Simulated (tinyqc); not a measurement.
MOS capacitor with interface traps: C-V stretch-out, conductance peak and subthreshold swing: one step, computed by the program tinyqc.

Energies at the interface are counted from the valence band. psi > 0 means bending towards depletion, so the surface potential is -psi. Boltzmann statistics, full ionisation, no quantum confinement. Traps are neutral when filled up to E_n, with a sharp (zero-temperature) occupation.

Task: Charges at the given band bending. With u = psi/k_B T and r = (n_i/N)^2: F = sqrt(exp(-u) + u - 1 + r (exp(u) - u - 1)); Q_s = +sign(u) sqrt(2) eps_s eps_0 (k_B T/e) F/L_D; C_s = (eps_s eps_0/(sqrt(2) L_D)) |1 - exp(-u) + r (exp(u) - 1)|/F; at high frequency, below strong inversion, the terms in r are dropped. D(E) = D_0. E_F at the interface is E_s = E_F - psi; Q_it = -e int from E_n to E_s of D(E) dE; C_it = e D(E_s) (per volt); V_G = phi_ms - psi - (Q_s + Q_it + e N_f)/C_ox.

Inputs (values chosen for the exercise, modelled on germanium, with an insulator like Si3N4):
```
quantity                              value         unit
dielectric constant eps_s              15.8            -
doping N                            1.3e+16        cm^-3
work-function difference phi_ms       -0.44            V
fixed charge N_f                    4.7e+10        cm^-2
trap density D_0                      6e+11  cm^-2 eV^-1
neutrality level E_n                  0.309           eV
band bending towards depletion psi      0.2            V
temperature T                           300            K
```

Substrate: n-type. Trap spectrum: flat.

k_B T = 0.02585200 eV

n_i = 1.970452e+13 cm^-3

Debye length L_D = 41.66996 nm

bulk E_F = 0.4889437 eV

C_ox = 0.2806393 microF/cm^2

Constants: eps_0 = 8.8541878128e-12 F/m; e = 1.602176634e-19 C.

Give: E_s; Q_s; C_s; C_s at high frequency; D(E_s); Q_it; C_it; gate voltage V_G.

Result:

E_s = 0.2889 eV

Q_s = 0.03187 microC/cm^2

C_s = 0.09187 microF/cm^2

C_s at high frequency = 0.09142 microF/cm^2

D(E_s) = 6.00e+11 cm^-2 eV^-1

Q_it = 0.001928 microC/cm^2

C_it = 0.09613 microF/cm^2

gate voltage V_G = -0.7873 V

The traps hold positive charge because E_s lies below E_n.
